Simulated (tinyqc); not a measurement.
What each parameter does: Gamma, L and X subbands of a thin body with non-parabolic valleys.

Hard walls, flat band, c = hbar^2/2m0, energies from the bulk Gamma edge. For a valley at angle theta to the normal 1/m_z = cos^2/ml + sin^2/mt and m_d = sqrt(ml mt^2/m_z). Subband n starts at E_v + e with e (1 + a e) = c (n pi/t)^2/m_z, and its density-of-states mass is taken as m_d (1 + 2 a e), without further growth at higher in-plane energy. Groups are named by valley and degeneracy.

n_i = g m/(2 pi c) kB T ln(1 + exp((EF - E_i)/kB T)), sum n_i = Ns (1e12/cm^2 = 1e-4/angstrom^2), c = hbar^2/2m0. Quantum capacitance Cq = 1602.176634 sum g m/(2 pi c) f_i in microfarad/cm^2 with f_i = 1/(1 + exp((E_i - EF)/kB T)); Cox = 34.5313/eot (one gate); C/Cox = Cq/(Cq + Cox), the centroid term left out.

Constants: hbar^2/2m0 = 3.80998211 eV angstrom^2; kB = 8.617333262e-05 eV/K.

Inputs chosen for the exercise (near those of a thin InP channel; shifted at random, so the results belong to these values and not to a real crystal): face = 100 (surface); mG = 0.0787 m0 (Gamma mass); aG = 0.59 1/eV (Gamma non-parabolicity); EL = 0.544 eV (L edge above Gamma); mL = (1.691, 0.102) m0 (L valleys (four, along <111>): ml, mt); EX = 0.906 eV (X edge above Gamma); mX = (0.88, 0.281) m0 (X valleys (three, along <100>): ml, mt); aS = 0.7 1/eV (non-parabolicity of L and X); Ns = 3.8 x 1e12/cm^2 (sheet density); T = 300 K (temperature); eot = 13 angstrom (equivalent oxide thickness); t = 42 angstrom (body thickness).

n = 1 to 8 of all groups.

One parameter was then changed.

Results before and after:

| case | lowest edge (eV) | EF (eV) | Gamma share (%) | C/Cox |
|---|---|---|---|---|
| base | 0.238 | 0.327 | 100.0 | 0.711 |
| changed | 0.238 | 0.327 | 100.0 | 0.676 |

Which of these changes was made? (a) aG = 0.41 1/eV; (b) EL = 0.594 eV; (c) t = 50 angstrom; (d) eot = 11 angstrom; (e) T = 250 K; (f) Ns = 5.7 x 1e12/cm^2; (g) mG = 0.0905 m0.

Answer: (d) eot = 11 angstrom. Of the candidates, run in turn, only this one gives the changed row.

All candidates:

| case | lowest edge (eV) | EF (eV) | Gamma share (%) | C/Cox |
|---|---|---|---|---|
| base | 0.238 | 0.327 | 100.0 | 0.711 |
| t = 50 angstrom | 0.173 | 0.269 | 100.0 | 0.700 |
| mG = 0.0905 m0 | 0.210 | 0.289 | 100.0 | 0.731 |
| aG = 0.41 1/eV | 0.246 | 0.342 | 100.0 | 0.699 |
| EL = 0.594 eV | 0.238 | 0.327 | 100.0 | 0.711 |
| Ns = 5.7 x 1e12/cm^2 | 0.238 | 0.373 | 100.0 | 0.716 |
| eot = 11 angstrom | 0.238 | 0.327 | 100.0 | 0.676 |
| T = 250 K | 0.238 | 0.328 | 100.0 | 0.714 |

Run: tinyqc, `OMP_NUM_THREADS=1 python tinyqc.py 1280486 1280487 out.jsonl`; Intel(R) Xeon(R) Processor @ 2.30GHz, one thread, shared host; about 0.03 s of CPU time with all checks.
